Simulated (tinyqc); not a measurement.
What moves the results: two-dimensional electron gas with Rashba and Dresselhaus coupling. A value that a table varies takes the place of the one given here.

H = c k^2/m + al (ky sx - kx sy) + b1 (kx sx - ky sy) + gam kx ky (kx sy - ky sx), s the Pauli matrices, x = [100], c = hbar^2/2m0, b1 = gam (pi/L)^2 (hard walls). H = c k^2/m + B.s, so E = c k^2/m -/+ |B| and the lower state has its spin along -B.

Constants: hbar^2/2m0 = 3.80998211 eV angstrom^2.

Values chosen for the exercise (of the size met in InAs; shifted at random, so the results belong to these values and not to a real crystal):
- m = 0.0272 m0 (mass)
- al = 0.39 eV angstrom (Rashba constant)
- gam = 28.6 eV angstrom^3 (bulk Dresselhaus constant)
- L = 189 angstrom (width of the (001) well)
- n = 5.4 1e11/cm^2 (sheet density (one subband filled))

## Splitting and spin direction around the circle

At |k| = k0 = sqrt(2 pi n), 1e11/cm^2 = 1e-5/angstrom^2.

Around the circle:

| phi (deg) | Bx (meV) | By (meV) | splitting (meV) | lower spin (deg) |
|---|---|---|---|---|
| 0.0 | 0.1456 | -7.1838 | 14.3705 | 91.2 |
| 22.5 | 2.8594 | -6.6342 | 14.4484 | 113.3 |
| 45.0 | 5.1194 | -5.1194 | 14.4799 | 135.0 |
| 67.5 | 6.6342 | -2.8594 | 14.4484 | 156.7 |
| 90.0 | 7.1838 | -0.1456 | 14.3705 | 178.8 |
| 112.5 | 6.6396 | 2.6388 | 14.2895 | -158.3 |
| 135.0 | 5.0400 | 5.0400 | 14.2551 | -135.0 |
| 157.5 | 2.6388 | 6.6396 | 14.2895 | -111.7 |

The splitting runs from 14.2551 meV at 135 to 14.4799 meV at 45 degrees. Along [110] it is 2 k |al + b1 - 2 b3| and along [-110] 2 k |al - b1 + 2 b3|, b3 = gam k^2/4. From 0 to 90 degrees the spin turns with k (+88 degrees), the sense of the Rashba term.

## Tuning the Rashba term through the balance point

al = f (b1 - b3) at k0 = sqrt(2 pi n), b3 = gam k0^2/4. Helix wavelength along [110]: 2 pi c/(m |al + b1 - b3|). Dyakonov-Perel rates are proportional to the mean squares of the first harmonics: for spin along z, al^2 + (b1 - b3)^2; for the most protected in-plane spin, (al - (b1 - b3))^2/2 (third harmonic left out); both are given over (b1 - b3)^2.

Against f:

| f | al (meV angstrom) | wavelength (micron) | rate, z | rate, in plane |
|---|---|---|---|---|
| 0.00 | 0.000 | 16.072 | 1.000 | 0.5000 |
| 0.25 | 1.369 | 12.857 | 1.062 | 0.2812 |
| 0.50 | 2.738 | 10.714 | 1.250 | 0.1250 |
| 0.75 | 4.107 | 9.184 | 1.562 | 0.0312 |
| 0.90 | 4.929 | 8.459 | 1.810 | 0.0050 |
| 1.00 | 5.476 | 8.036 | 2.000 | 0.0000 |
| 1.25 | 6.845 | 7.143 | 2.562 | 0.0312 |
| 2.00 | 10.952 | 5.357 | 5.000 | 0.5000 |

At f = 1, al = 5.48 meV angstrom, the first harmonic points along one axis for all k and the listed in-plane rate vanishes; the helix would have wavelength 8.04 micron. But the third harmonic, left out of the table, has b3/(b1 - b3) = 0.44; its mean square, 0.10 in these units against 0.50 for the in-plane rate at f = 0, limits the protection to about the ratio of the two. The uniform z spin still relaxes there, twice as fast as at f = 0.

## What each parameter does

Splittings 2|B| at k0 = sqrt(2 pi n) along [100], [110] and [-110], and E0 = c k0^2/m; 1e11/cm^2 = 1e-5/angstrom^2. Each row changes one parameter from the base and keeps the others.

Results:

| case | [100] (meV) | [110] (meV) | [-110] (meV) | E0 (meV) |
|---|---|---|---|---|
| base | 14.3705 | 14.4799 | 14.2551 | 47.53 |
| m = 0.02992 m0 | 14.3705 | 14.4799 | 14.2551 | 43.21 |
| al = 0.468 eV angstrom | 17.2435 | 17.3534 | 17.1286 | 47.53 |
| gam = 34.32 eV angstrom^3 | 14.3718 | 14.5024 | 14.2327 | 47.53 |
| L = 209 angstrom | 14.3695 | 14.4268 | 14.3082 | 47.53 |
| n = 8.1 1e11/cm^2 | 17.6001 | 17.6247 | 17.5684 | 71.29 |

The largest shifts from the base row, up to three for each result and ties (the steps differ in size, so this ranks the rows, not the parameters). [100] (meV): n +3.2297, al +2.8730, gam +0.0013; unchanged at the printed digits by m. [110] (meV): n +3.1448, al +2.8735, L -0.0530; unchanged at the printed digits by m. [-110] (meV): n +3.3132, al +2.8735, L +0.0530; unchanged at the printed digits by m. E0 (meV): n +23.76, m -4.32; unchanged at the printed digits by al, gam and L.

(tinyqc, `OMP_NUM_THREADS=1 python tinyqc.py 1481239 1481240 out.jsonl`, Intel(R) Xeon(R) Processor @ 2.30GHz, 1 thread, shared host, about 0.01 s.)
